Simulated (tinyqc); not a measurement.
Speciation in dilute and buffered hydrofluoric acid, oxide etch rate and bath loading. Inputs raised by 2 %, one at a time. Computed by tinyqc, a small Python program. Command: `OMP_NUM_THREADS=1 python tinyqc.py 3121334 3121335 out.jsonl hfetch sens`. One thread of a shared host (Intel(R) Xeon(R) Processor @ 2.30GHz), about 0.01 s of CPU time with the checks.

Concentrations stand for activities, NH4+ and Cl- are spectators, and water ionisation is neglected. H, F and HF2 denote the ions H+, F- and HF2-. The base temperature is 298 K.

Inputs (values chosen for the exercise, of the order of those for thermal oxide at room temperature):

| quantity | value | unit |
|---|---|---|
| HF added | 0.17 | mol/L |
| NH4F added | 0 | mol/L |
| HCl added | 0.36 | mol/L |
| K1 = [H][F]/[HF] | 0.000621 | mol/L |
| K2 = [HF2]/([HF][F]) | 4.52 | L/mol |
| K3 = [H2F2]/[HF]^2 | 0 | L/mol |
| rate constant of neutral HF k_a | 17 | nm L/(min mol) |
| rate constant of HF2 k_b | 45 | nm L/(min mol) |
| activation energy | 0.39 | eV |
| temperature error | 0.44 | K |
| oxide removed per wafer | 11 | nm |

Constants: k_B = 8.617333262e-05 eV/K.

Method:
- Fluoride balance: [HF] + [F] + 2 [HF2] + 2 [H2F2] = HF added + NH4F added. Acid balance: [H] + [HF] + [HF2] + 2 [H2F2] = HF added + HCl added. For a trial [H], [HF] = [H][F]/K1, and the fluoride balance is a quadratic in [F].
- The root is refined to 1e-13 in pH = -log10 [H].
- Rate = k_a ([HF] + 2 [H2F2]) + k_b [HF2], an empirical two-term form.
- Time = oxide/rate; a temperature error changes the rate by exp((E_a/k_B)(1/298 - 1/(298 + error))) - 1.

Runs:

| input moved | from | to | etch rate (nm/min) | [HF2] (mol/L) | share of HF2 in the rate (%) |
|---|---|---|---|---|---|
| base run | - | - | 2.8875 | 2.2306e-04 | 0.34763 |
| HF added (mol/L) | 0.17 | 0.1734 | 2.9453 | 2.3204e-04 | 0.35453 |
| HCl added (mol/L) | 0.36 | 0.3672 | 2.8875 | 2.1874e-04 | 0.34089 |
| K1 = [H][F]/[HF] (mol/L) | 0.000621 | 0.00063342 | 2.8874 | 2.2748e-04 | 0.35452 |
| K2 = [HF2]/([HF][F]) (L/mol) | 4.52 | 4.6104 | 2.8875 | 2.2750e-04 | 0.35454 |
| rate constant of neutral HF k_a (nm L/(min mol)) | 17 | 17.34 | 2.9450 | 2.2306e-04 | 0.34084 |
| rate constant of HF2 k_b (nm L/(min mol)) | 45 | 45.9 | 2.8877 | 2.2306e-04 | 0.35456 |

Exponents ln(y'/y) / ln(x'/x):

| input | etch rate | [HF2] | share of HF2 in the rate |
|---|---|---|---|
| HF added | 1.001 | 1.993 | 0.992 |
| HCl added | 0.001 | -0.989 | -0.990 |
| K1 = [H][F]/[HF] | -0.001 | 0.990 | 0.991 |
| K2 = [HF2]/([HF][F]) | 0.001 | 0.994 | 0.993 |
| rate constant of neutral HF k_a | 0.997 | 0.000 | -0.997 |
| rate constant of HF2 k_b | 0.004 | 0.000 | 0.996 |

To which inputs is each result most sensitive?

Among the inputs moved here: etch rate answers most in size to HF added (exponent +1.001), and about equally to rate constant of neutral HF k_a (+0.997). Its exponent +1.001 in HF added: the rate follows the acid added. [HF2] answers most in size to HF added (exponent +1.993), next to K2 = [HF2]/([HF][F]) (+0.994); its exponent is below 0.0005 for rate constant of neutral HF k_a, rate constant of HF2 k_b. Share of HF2 in the rate answers most in size to rate constant of neutral HF k_a (exponent -0.997), and about equally to rate constant of HF2 k_b (+0.996), K2 = [HF2]/([HF][F]) (+0.993), HF added (+0.992), K1 = [H][F]/[HF] (+0.991), HCl added (-0.990).
